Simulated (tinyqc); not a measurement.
Kronig-Penney superlattice by transfer matrices: one step. In a field along the axis. Four cases, with inputs chosen for the exercise.

Problem. One-band picture: ladder spacing e F d, Bloch frequency e F d/(2 pi hbar), and extent W/(e F) of a Stark state, with W the width of band 1; 1 kV/cm = 1e-5 V/angstrom.

Constants: hbar = 6.58211957e-16 eV s.

Give: e F d; Bloch frequency; W/(e F d).

Case 1.

Values chosen (out of a larger set: near those of the light valleys of a Si film between layers of SiO2; not measured data): a = 12 angstrom (well width); b = 6 angstrom (barrier width); F = 5 kV/cm (field along the axis).

Minibands:

| band | bottom (eV) | top (eV) | width (meV) |
|---|---|---|---|
| 1 | 0.481811 | 0.520715 | 38.904 |
| 2 | 2.011624 | 2.257371 | 245.747 |
| 3 | 3.959058 | 5.244674 | 1285.616 |

Solution.

e F d = 0.900 meV
Bloch frequency = 0.218 THz
W/(e F d) = 43.23 periods

The state spreads over about 43 periods.

Case 2.

Values chosen (out of a larger set: near those of the light valleys of a Si film between layers of SiO2; not measured data): a = 12 angstrom (well width); b = 6 angstrom (barrier width); F = 20 kV/cm (field along the axis).

Minibands:

| band | bottom (eV) | top (eV) | width (meV) |
|---|---|---|---|
| 1 | 0.479687 | 0.522114 | 42.427 |
| 2 | 2.025968 | 2.295879 | 269.912 |
| 3 | 3.947499 | 5.210788 | 1263.289 |

Solution.

e F d = 3.600 meV
Bloch frequency = 0.870 THz
W/(e F d) = 11.79 periods

The state spreads over about 12 periods.

Case 3.

Values chosen (out of a larger set: near those of a non-polar GaN superlattice with barriers of AlGaN; not measured data): a = 47 angstrom (well width); b = 17 angstrom (barrier width); F = 5 kV/cm (field along the axis).

Minibands:

| band | bottom (eV) | top (eV) | width (meV) |
|---|---|---|---|
| 1 | 0.046229 | 0.052850 | 6.620 |
| 2 | 0.178537 | 0.210637 | 32.101 |
| 3 | 0.374151 | 0.470249 | 96.098 |

Solution.

e F d = 3.200 meV
Bloch frequency = 0.774 THz
W/(e F d) = 2.07 periods

The state spreads over about 2 periods.

Case 4.

Values chosen (out of a larger set: near those of a GaAs superlattice with barriers of AlGaAs; not measured data): a = 118 angstrom (well width); b = 33 angstrom (barrier width); F = 10 kV/cm (field along the axis).

Minibands:

| band | bottom (eV) | top (eV) | width (meV) |
|---|---|---|---|
| 1 | 0.017117 | 0.024858 | 7.741 |
| 2 | 0.068034 | 0.099618 | 31.584 |
| 3 | 0.151641 | 0.224525 | 72.884 |

Solution.

e F d = 15.100 meV
Bloch frequency = 3.651 THz
W/(e F d) = 0.51 periods

The state is confined to about one period: the miniband has broken into a ladder of single-well levels.

Computed by tinyqc, one run a case: `OMP_NUM_THREADS=1 python tinyqc.py N N+1 out.jsonl` with N = 1280495, 1280939, 1281069, 1281096; one thread of a shared Intel(R) Xeon(R) Processor @ 2.30GHz, about 0.2 s a run at most.
